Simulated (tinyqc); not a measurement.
Non-radiative capture by multiphonon emission, one effective mode. Changing the temperature T. Computed by tinyqc, a small Python program. Command: `OMP_NUM_THREADS=1 python tinyqc.py 3030236 3030237 out.jsonl capture sweep`. One thread of a shared host (Intel(R) Xeon(R) Processor @ 2.30GHz), about 0.04 s of CPU time with the checks.

The initial state (free carrier plus empty centre) lies dE above the final state; both have the same frequency and are displaced by dQ.

Inputs (values chosen for the exercise, for a model semiconductor):
```
quantity                     value                   unit
energy released dE           0.206                     eV
phonon energy hbar omega      15.6                    meV
Huang-Rhys factor S           2.53                      -
electron-phonon coupling W   0.008  eV/(u^(1/2) angstrom)
cell volume V                  905             angstrom^3
degeneracy g                     4                      -
broadening b                   9.7                    meV
carrier mass m              0.0565                    m_0
dielectric constant eps       10.8                      -
defect density N_t           2e+16                  cm^-3
```

Centre: attractive.

Constants: hbar^2/u = 4.18015928e-03 eV angstrom^2; k_B = 8.617333262e-05 eV/K; hbar = 6.582119569e-16 eV s; Ry = 13.605693123 eV; k_B = 1.380649e-23 J/K; m_0 = 9.1093837015e-31 kg.

Method:
- dQ = sqrt(2 S (hbar^2/u)/hbar omega); relaxation energy lambda = S hbar omega; phonons needed P = dE/hbar omega; classical barrier E_b = (dE - lambda)^2/(4 lambda); occupation n = 1/(exp(hbar omega/k_B T) - 1).
- Huang-Rhys weight for a net emission of p phonons: L_p = exp(-S (2n + 1)) ((n + 1)/n)^(p/2) I_p(2 S sqrt(n (n + 1))), I_p the modified Bessel function.
- M_p = sum_m w_m <m_i|Q|(m + p)_f>^2 with Q counted from the final minimum and Boltzmann weights w_m for m = 0..24; <m_i|Q|k_f> = sqrt((hbar^2/u)/(2 hbar omega)) [sqrt(k) <m|k-1> + sqrt(k+1) <m|k+1>], with overlaps of oscillators displaced by d = sqrt(2 S) summed on 1500 points from -16 to 16 + d.
- The delta function is a Gaussian of standard deviation b at dE - p hbar omega.
- C_0 = V (2 pi/hbar) g W^2 sum_p M_p Gaussian_p. The sum runs over the seven p from round(P) - 3 to round(P) + 3; 1 angstrom^3 = 1e-24 cm^3.
- Sommerfeld factor of an attractive centre: s(k) = 2 pi nu/(1 - exp(-2 pi nu)), nu = sqrt(Ry*/E), Ry* = Ry m/eps^2, averaged over (2/sqrt(pi)) sqrt(x) exp(-x) dx with x = E/k_B T = t^2 (trapezoid, t to 6 in steps of 0.01).
- C = s C_0; v = sqrt(3 k_B T/m); sigma = C/v; tau = 1/(C N_t).

One run for each value:
```
temperature T (K)  capture coefficient C (cm^3/s)  C_0 (cm^3/s)  Sommerfeld factor s  cross-section sigma (cm^2)
60                                      5.446e-11     6.783e-12                8.030                   2.478e-18
80                                      7.516e-11     1.078e-11                6.972                   2.962e-18
110                                     1.405e-10     2.351e-11                5.974                   4.721e-18
140                                     2.661e-10     4.998e-11                5.324                   7.928e-18
190                                     6.857e-10     1.486e-10                4.616                   1.754e-17
250                                     1.693e-09     4.156e-10                4.074                   3.776e-17
340                                     4.505e-09     1.265e-09                3.561                   8.613e-17
450                                     9.936e-09     3.138e-09                3.166                   1.651e-16
```

Over the rows, capture coefficient C (cm^3/s) rises from 5.45e-11 to 9.94e-9 (exponent d ln y / d ln x 1.1 between the first rows and 2.8 between the last); C_0 (cm^3/s) rises from 6.78e-12 to 3.14e-9 (exponent d ln y / d ln x 1.6 between the first rows and 3.2 between the last); Sommerfeld factor s falls from 8.03 to 3.17 (exponent d ln y / d ln x -0.49 between the first rows and -0.42 between the last). At the low end the exponent of Sommerfeld factor s is -0.49, close to -0.50: the attractive limit s = 4 sqrt(pi Ry*/k_B T). The classical barrier (dE - S hbar omega)^2/(4 S hbar omega) is 0.176 eV and hbar omega/k_B is 181 K; well below that temperature C_0 is the tunnelling rate from the lowest level.

Extremes, crossings and ranges named in words are read from the listed rows.
